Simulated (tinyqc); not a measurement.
Three ways to the same curve: density of states of one tight-binding band on the square lattice.

E(k) = -2 t (c1 + c2) - 4 t2 c1 c2 with ci = cos(2 pi ki); k in fractions of the reciprocal vectors, mesh k_i = j/N with j = 0 .. N-1. Densities are per cell and per spin, so the band holds one state.

Each square of the mesh is cut along (i, j)-(i+1, j+1) into two triangles. For corner energies e1 <= e2 <= e3 and eij = ei - ej, the share of the triangle below E is n = (E - e1)^2/(e21 e31) for e1 < E < e2 and n = 1 - (e3 - E)^2/(e31 e32) for e2 < E < e3; its density of states is g = dn/dE.

Gaussian broadening: g(E) = mean over the mesh of exp(-(E - E_k)^2/(2 sigma^2))/(sigma sqrt(2 pi)), n(E) = mean of erfc((E_k - E)/(sigma sqrt 2))/2.

Parameters, chosen for this exercise:
- t = 1.1 eV (nearest hopping)
- t2 = 0 eV (second hopping)
- N2 = 16 (mesh points along each axis in this comparison)
- sigma = 0.55 eV (Gaussian width)

N = N2 here; the reference is the linear method with N = 240.

g(E) (1/eV):
```
E (eV)  reference  linear triangles  Gaussian, sigma  Gaussian, sigma/4  reference n(E)
-3.599      0.080             0.077            0.075              0.114           0.061
-2.799      0.090             0.089            0.090              0.092           0.128
-1.999      0.103             0.105            0.105              0.109           0.205
-1.199      0.125             0.128            0.132              0.120           0.296
-0.399      0.175             0.181            0.178              0.110           0.412
0.401       0.174             0.181            0.178              0.110           0.588
1.201       0.125             0.128            0.132              0.121           0.705
2.001       0.103             0.105            0.105              0.109           0.795
2.801       0.090             0.089            0.090              0.093           0.872
3.601       0.080             0.077            0.075              0.115           0.939
```

Root-mean-square errors against the reference: 0.0035 for linear triangles, 0.0042 for sigma and 0.0330 for sigma/4. The narrow Gaussian is worse than the wide one, because it resolves the separate mesh levels. The reference is highest at -0.399 eV of the energies listed, and half filling lies between -0.399 and 0.401 eV.

Run: tinyqc, `OMP_NUM_THREADS=1 python tinyqc.py 1652704 1652705 out.jsonl`; Intel(R) Xeon(R) Processor @ 2.30GHz, one thread, shared host; about 0.09 s of CPU time with all checks.
